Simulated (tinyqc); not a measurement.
Quantum-confined Stark effect in a modulator well: sweeps and comparisons. A value that a table varies takes the place of the one given here.

Envelopes on cells of 0.5 angstrom over the well |z| < L/2 and 45 angstrom of barrier on each side, psi = 0 beyond, psi'/m continuous (mean mass between points), c = hbar^2/2m0. The electron sees + e F z and the hole - e F z, each with its offset in the barriers; 1 kV/cm = 1e-5 eV/angstrom. Light holes, band mixing and escape by tunnelling are left out.

Exciton: in-plane function exp(-rho/lam), 1/mu = 1/me + 1/mp, E(lam) = c/(mu lam^2) - (q/eps) times the integral over k of Fm(k)(1 + (k lam/2)^2)^(-3/2), Fm(k) the double integral of psi_e^2 psi_h^2 exp(-k |z - z'|), q = e^2/(4 pi eps0); binding Eb = -E at the minimum. Line at Eg + E_e + E_h - Eb, strength proportional to overlap^2/lam^2.

Constants: hbar^2/2m0 = 3.80998211 eV angstrom^2; e^2/(4 pi eps0) = 14.39964547 eV angstrom; hc = 1239.841984 eV nm.

Values chosen for the exercise (near those of a Ge well in SiGe, direct gap; shifted at random, so the results belong to these values and not to a real crystal): L = 112 angstrom (well width); Vc = 0.402 eV (conduction offset); Vv = 0.114 eV (heavy-hole offset); me = 0.0405 m0 (electron, well); meb = 0.0566 m0 (electron, barrier); mh = 0.218 m0 (heavy hole along z, well); mhb = 0.225 m0 (heavy hole, barrier); Eg = 0.847 eV (gap of the well); mp = 0.07 m0 (heavy hole in the plane); eps = 15.7 (dielectric constant); Fs = (0, 14, 28, 42, 58, 75, 93) kV/cm (fields); Ls = (56, 74, 92, 112, 136, 164) angstrom (widths); F_L = 66 kV/cm (field for this table); F = 66 kV/cm (field).

## Raising the field

All quantities anew; shifts from zero field.

Results:
```
F (kV/cm)  dE_e (meV)  dE_h (meV)  Eb (meV)  line shift (meV)  overlap^2  relative strength
0                0.00        0.00      3.79              0.00      0.997              1.000
14              -0.11       -0.46      3.77             -0.55      0.972              0.967
28              -0.46       -1.80      3.71             -2.18      0.906              0.881
42              -1.02       -3.90      3.64             -4.78      0.817              0.768
58              -1.94       -7.09      3.55             -8.80      0.704              0.634
75              -3.23      -11.22      3.45            -14.12      0.590              0.506
93              -4.94      -16.26      3.34            -20.76      0.483              0.394
```

The line shift grows with exponent 1.98 in F at low field and 1.79 at the end, as the carriers come up against opposite walls and the dipole begins to saturate. The hole gives 80 % of the level shift in the second row and 77 % in the last. The largest shift is 5.5 times the zero-field binding, yet 88 % of the binding survives, since the walls stop the field from pulling the pair apart. Half the strength is gone between 75 and 93 kV/cm.

## Width of the well

Zero-field line, its shift at F_L and the relative strength.

Results:
```
L (angstrom)  line at F = 0 (nm)  Eb (meV)  shift (meV)  relative strength  shift x strength (meV)
56                        1269.4      4.21        -2.10              0.952                    2.00
74                        1324.0      4.07        -3.86              0.886                    3.42
92                        1359.5      3.93        -6.68              0.763                    5.09
112                       1385.9      3.79       -11.18              0.572                    6.39
136                       1406.8      3.63       -18.37              0.339                    6.22
164                       1422.6      3.47       -28.91              0.147                    4.26
```

The shift grows with exponent 2.18 in L over the first two rows and 2.42 over the last two, against 4 for hard walls at second order; leakage lowers it in narrow wells and saturation in wide ones. The strength falls from 0.95 to 0.15, and the product of the two is largest at 112 angstrom.

## What each parameter does

Zero-field line, shift at F, overlap^2 and Eb at F. Each row changes one parameter from the base and keeps the others.

Results:
```
case              line (nm)  shift (meV)  overlap^2  Eb (meV)
base                 1385.9       -11.18      0.650      3.50
L = 102 angstrom     1374.1        -8.75      0.735      3.64
F = 53 kV/cm         1385.9        -7.43      0.740      3.58
Vc = 0.322 eV        1389.5       -11.48      0.639      3.47
Vv = 0.143 eV        1385.4       -10.49      0.674      3.54
me = 0.0466 m0       1391.2       -11.21      0.640      3.72
mh = 0.185 m0        1384.4       -10.91      0.671      3.50
eps = 14.1           1387.1       -11.10      0.650      4.20
```

The largest shifts from the base row, up to three for each result and ties (the steps differ in size, so this ranks the rows, not the parameters). line (nm): L -11.9, me +5.3, Vc +3.5; unchanged at the printed digits by F. shift (meV): F +3.74, L +2.43, Vv +0.69. overlap^2: F +0.090, L +0.086, Vv +0.024; unchanged at the printed digits by eps. Eb (meV): eps +0.70, me +0.22, L +0.14; unchanged at the printed digits by mh.

Run: tinyqc, `OMP_NUM_THREADS=1 python tinyqc.py 1251281 1251282 out.jsonl`; Intel(R) Xeon(R) Processor @ 2.30GHz, one thread, shared host; about 0.1 s of CPU time with all checks.
